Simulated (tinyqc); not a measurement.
## MOS structure on a p-type body with a doping step, non-linear Poisson equation by Newton steps: effect of the acceptor density above the step on threshold, swing and body effect

One dimension, insulator interface at x = 0, acceptor density N1 for x < x1 and Na beyond, net doping C = -(acceptor density). psi is counted from the intrinsic level: n = ni exp((psi - Vb)/Vt), p = ni exp(-psi/Vt); deep in the body psi_b = -Vt ln(Na/ni). The gate acts through Cox = eps0 eox/tox and has the potential psi_G = Vg - (phiM - chi - Vt ln(Nc/ni)). Boltzmann statistics, full ionisation, classical densities, no oxide or interface charge.

ni = sqrt(Nc Nv) exp(-Eg/(2 Vt)), Eg in volts. The Poisson equation d/dx(eps0 eps_r dpsi/dx) = -q (p - n + C), with eps0 eps_r dpsi/dx = -Cox (psi_G - psi_0) at x = 0, is solved on a mesh of about 600 nodes or more. N_inv is the integral of n less its value deep in the body. VT is the Vg at which N_inv = 2e11 cm^-2. m = 1/(dpsi_0/dVg) at N_inv = 1e8 cm^-2; the swing is the Vg between N_inv = 1e8 and 1e9 cm^-2; body coefficient [VT(Vb + 0.05 V) - VT(Vb)]/0.05 V - 1.

Parameters, values chosen for the exercise; band and dielectric values close to those of silicon:
- T = 300 K (temperature)
- Eg = 1.12 eV (band gap)
- eps_r = 11.5 (relative permittivity)
- Nc = 2.79e19 cm^-3 (conduction-band density of states at T)
- Nv = 2.65e19 cm^-3 (valence-band density of states at T)
- chi = 4.12 eV (electron affinity)
- Na = 6.6e15 cm^-3 (acceptor density deep in the body)
- eox = 22.4 (relative permittivity of the gate insulator (close to hafnium oxide))
- tox = 26 nm (insulator thickness)
- phiM = 4.65 eV (gate work function)
- Vb = 0.4 V (electron quasi-Fermi potential against the body)
- x1 = 150 nm (depth of the doping step)

Constants: q = 1.602176634e-19 C, kB = 1.380649e-23 J/K, Vt = kB T/q, eps0 = 8.8541878128e-14 F/cm where lengths are in cm. Results are converted to the units shown.

Results:

| N1 (cm^-3) | VT (V) | psi_0 - psi_b at VT (V) | m - 1 | swing (mV/decade) | body coefficient |
|---|---|---|---|---|---|
| 8.2e15 | 0.939 | 1.20 | 0.0321 | 62.4 | 0.0369 |
| 1.2e16 | 0.952 | 1.21 | 0.0332 | 62.4 | 0.0370 |
| 1.8e16 | 0.971 | 1.21 | 0.0353 | 62.4 | 0.0377 |
| 2.6e16 | 0.997 | 1.21 | 0.0388 | 62.5 | 0.0394 |
| 3.8e16 | 1.03 | 1.22 | 0.0469 | 62.9 | 0.0438 |
| 8.2e16 | 1.14 | 1.23 | 0.101 | 66.4 | 0.0967 |

Estimate the missing row, N1 = 5.6e16 cm^-3.

Computed row:

| N1 (cm^-3) | VT (V) | psi_0 - psi_b at VT (V) | m - 1 | swing (mV/decade) | body coefficient |
|---|---|---|---|---|---|
| 5.6e16 | 1.08 | 1.22 | 0.0712 | 64.4 | 0.0584 |

With this row back in the table: As N1 goes from 8.2e15 to 8.2e16, VT rises from 0.939 to 1.14 V, the swing rises from 62.4 to 66.4 mV/decade and the body coefficient rises from 0.0369 to 0.0967. The swing stays within 1.5 % of m Vt ln 10, and the body coefficient within 0.013 of m - 1.

Computed by the program tinyqc: `OMP_NUM_THREADS=1 python tinyqc.py 2080148 2080149 out.jsonl`, one thread of a shared Intel Xeon 2.30GHz, about 0.4 s for the whole run.
